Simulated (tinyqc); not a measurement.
Heisenberg spin cluster by exact diagonalisation: multiplets, susceptibility, level crossings. Changing the field B. Computed by tinyqc, a small Python program. Command: `OMP_NUM_THREADS=1 python tinyqc.py 3016037 3016038 out.jsonl spincl sweep`. One thread of a shared host (Intel(R) Xeon(R) Processor @ 2.30GHz), about 0.01 s of CPU time with the checks.

H = J1 sum S_i.S_j over the bonds 1-2 - g mu_B B S_z; J > 0 is antiferromagnetic.

Inputs (values chosen for the exercise, for a model cluster): exchange J1 = 0.994 meV; g factor = 2.24; temperature T = 13 K.

Cluster: dimer. Spin s of each site: 0.5.

Constants: k_B = 8.617333262e-05 eV/K; mu_B = 5.7883818060e-05 eV/T.

Method. Every multiplet has one member in the block S_z = 0; diagonalise it and read the total spin from <S^2> = S (S + 1). Each multiplet splits as E - g mu_B B m; <S_z> is the Boltzmann mean. The first level crossing is at the smallest (E_S - E_0)/(g mu_B (S - S_0)) over higher spins (0 if the ground state has the highest spin).

One run for each value:
```
field B (T)   <S_z>  first crossing field (T)
0.50         0.0213                     7.666
0.85         0.0362                     7.666
1.40         0.0597                     7.666
2.50         0.1064                     7.666
4.20         0.1783                     7.666
7.10         0.2987                     7.666
12.00        0.4892                     7.666
21.00        0.7578                     7.666
35.00        0.9431                     7.666
60.00        0.9967                     7.666
```

Over the rows, <S_z> rises from 0.0213 to 0.997 (exponent d ln y / d ln x 1.00 between the first rows and 0.10 between the last). At small field <S_z> is linear in B; any level crossing is rounded over k_B T/(g mu_B) = 8.6 T.

Extremes, crossings and ranges named in words are read from the listed rows.
